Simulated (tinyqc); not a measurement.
Worked calculation: CCD on RHF in the sto-3g basis, for BeH+, spin multiplicity 1. One step of it, computed by the program tinyqc.

Question. Orthogonalisation. S = U s U^T; symmetric (Loewdin) form X = U s^(-1/2) U^T, so that X^T S X = 1.

overlap S, order 1Be 1s, 1Be 2s, 1Be 2px, 1Be 2py, 1Be 2pz, 2H 1s:
$$\begin{pmatrix}
1.000000 & 0.259517 & 0.000000 & 0.000000 & 0.000000 & 0.051746 \\
0.259517 & 1.000000 & 0.000000 & 0.000000 & 0.000000 & 0.406933 \\
0.000000 & 0.000000 & 1.000000 & 0.000000 & 0.000000 & 0.000000 \\
0.000000 & 0.000000 & 0.000000 & 1.000000 & 0.000000 & 0.000000 \\
0.000000 & 0.000000 & 0.000000 & 0.000000 & 1.000000 & 0.485382 \\
0.051746 & 0.406933 & 0.000000 & 0.000000 & 0.485382 & 1.000000
\end{pmatrix}$$

Give: eigenvalues of S; X.

Answer.

eigenvalues of S: [0.355, 0.795, 1.000, 1.000, 1.178, 1.673]

X, order 1Be 1s, 1Be 2s, 1Be 2px, 1Be 2py, 1Be 2pz, 2H 1s:
$$\begin{pmatrix}
1.028 & -0.145 & 0.000 & 0.000 & -0.011 & 0.023 \\
-0.145 & 1.121 & 0.000 & 0.000 & 0.110 & -0.286 \\
0.000 & 0.000 & 1.000 & 0.000 & 0.000 & 0.000 \\
0.000 & 0.000 & 0.000 & 1.000 & 0.000 & 0.000 \\
-0.011 & 0.110 & 0.000 & 0.000 & 1.128 & -0.334 \\
0.023 & -0.286 & 0.000 & 0.000 & -0.334 & 1.219
\end{pmatrix}$$
